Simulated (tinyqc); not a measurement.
Worked calculation: composition and strain of an epitaxial Si(1-x)Ge(x) layer from Raman and X-ray peaks. Computed by tinyqc, a small Python program that keeps every step. Command: `OMP_NUM_THREADS=1 python tinyqc.py 3010179 3010180 out.jsonl epiraman walk`. One thread of a shared host (Intel(R) Xeon(R) Processor @ 2.30GHz), about 0.01 s of CPU time with the checks. Intermediate numbers are printed to about 6 digits and carried at full precision; extremes and crossings named in words are read from the listed rows.

A (001) layer, biaxially strained in the plane. The Raman peaks follow empirical lines omega = w0 + c1 x + c3 x^3 + b eps (c3 for Si-Ge alone), with eps the in-plane strain.

Inputs (values chosen for the exercise, modelled on silicon-germanium):
```
quantity                        value      unit
Ge fraction x                     0.4         -
degree of relaxation R           0.59         -
lattice constant of Si          5.431  angstrom
lattice constant of Ge          5.658  angstrom
bowing B                        0.025  angstrom
2 C12/C11 of Si                 0.774         -
2 C12/C11 of Ge                 0.757         -
Si-Si: w0                       520.7      1/cm
Si-Si: c1                       -66.7      1/cm
Si-Si: strain coefficient b      -730      1/cm
Si-Ge: w0                         400      1/cm
Si-Ge: c1                        25.6      1/cm
Si-Ge: c3                       -35.8      1/cm
Si-Ge: strain coefficient b      -605      1/cm
Ge-Ge: w0                       280.5      1/cm
Ge-Ge: c1                        20.2      1/cm
Ge-Ge: strain coefficient b      -437      1/cm
uncertainty of a Raman peak       0.1      1/cm
X-ray wavelength             1.540598  angstrom
```

Substrate: silicon. Pair of peaks used: Si-Si and Ge-Ge.

## Lattice constants and strain

Relaxed lattice constant a(x) = a_Si + (a_Ge - a_Si) x - B x (1 - x). In-plane constant a_par = a_sub + R (a(x) - a_sub); eps = a_par/a(x) - 1; eps_perp = -(2 C12/C11) eps with 2 C12/C11 linear in x; a_perp = a(x) (1 + eps_perp).

relaxed constant a(x) = 5.5158 angstrom

substrate constant a_sub = 5.431 angstrom

a_par = 5.481032 angstrom

in-plane strain eps = -6.30335 per mille

strain along the normal = 4.83593 per mille

a_perp = 5.54247 angstrom

The layer is under compression in the plane and is stretched along the normal.

## Raman peaks

Insert x and eps in the three lines; the strain part is b eps.

Si-Si peak = 498.621 1/cm

Si-Ge peak = 411.762 1/cm

Ge-Ge peak = 291.335 1/cm

strain parts (1/cm): Si-Si 4.60144, Si-Ge 3.81352, Ge-Ge 2.75456

Read as unstrained, the Si-Si peak would give x = 0.331 in place of 0.4.

## X-ray (004) reflection

Bragg angle theta = arcsin(2 lambda/a) for (004), for the substrate with a_sub and the layer with a_perp; separation in arc seconds.

theta of the substrate = 34.5646 degree

theta of the layer = 33.7744 degree

separation, layer less substrate = -2844.68 arcsec

## Back from two peaks to composition and strain

Unknowns x and eps (per mille). Newton steps: J d = (measured - model), J = [d omega/dx, d omega/d eps] for the two peaks; start at x = 0.5, eps = 0; stop when |d| < 1e-9. The peaks are rounded to 0.001 per cm; R = (a(x)(1 + eps) - a_sub)/(a(x) - a_sub).

peaks used (1/cm): Si-Si 498.621, Ge-Ge 291.335

Iterations:
```
step         x  eps (per mille)  residual 1 (1/cm)  residual 2 (1/cm)
0     0.500000          0.00000             11.271              0.735
1     0.400012         -6.30381              0.000              0.000
```

recovered x = 0.400012

recovered eps = -6.30381 per mille

recovered R = 0.59

## Which pair of peaks is best

For each pair invert J = [d omega/dx, d omega/d eps] at the true x. Independent errors of the given size in both peaks give sigma_x and sigma_eps = uncertainty x (norm of the rows of the inverse of J).

Error propagation:
```
pair                det J     sigma_x  sigma_eps (per mille)
Si-Si and Si-Ge  46.49718  0.00203908               0.144587
Si-Si and Ge-Ge   43.8939  0.00193832               0.158773
Si-Ge and Ge-Ge  8.543208  0.00873583               0.256146
```

The pair Si-Si and Ge-Ge fixes x best (sigma_x = 0.0019) and Si-Ge and Ge-Ge worst (0.0087), a factor 4.5. Strain moves all peaks the same way, so a good pair needs different ratios of composition slope to strain coefficient, best of opposite sign; the slopes here are -66.7, 8.4 and 20.2 per cm for Si-Si, Si-Ge and Ge-Ge. Errors in the coefficients themselves are not counted.

## Relaxation at fixed composition

(004) Bragg angle theta = arcsin(2 lambda/a), with a = a_perp for the layer and a_sub for the substrate; separation = layer less substrate. The apparent x is the one that a fully strained layer (R = 0) would need to give the same a_perp.

Signatures; columns: (1) R; (2) eps (per mille); (3) Si-Si (1/cm); (4) Ge-Ge (1/cm); (5) a_perp (angstrom); (6) (004) separation (arcsec); (7) apparent x if R = 0 is assumed:
```
(1)        (2)      (3)      (4)      (5)       (6)       (7)
0.00  -15.3740  505.243  295.298  5.58086  -3792.02  0.400000
0.15  -13.0679  503.560  294.291  5.57110  -3552.68  0.374969
0.30  -10.7618  501.876  293.283  5.56134  -3312.32  0.349807
0.50   -7.6870  499.632  291.939  5.54833  -2990.22  0.316050
0.70   -4.6122  497.387  290.596  5.53532  -2666.28  0.282050
0.85   -2.3061  495.703  289.588  5.52556  -2422.09  0.256389
1.00    0.0000  494.020  288.580  5.51580  -2176.84  0.230585
```

Full relaxation moves the Si-Si peak by -11.22 per cm and shrinks the X-ray separation to 57 % of its strained value, about 1/(1 + 2 C12/C11). A symmetric reflection alone cannot part x from R: a relaxed layer read as strained gives x = 0.231 in place of 0.4. An asymmetric reflection or a second peak is needed.

Checks made by the program: recovered composition (relative difference 3e-05).
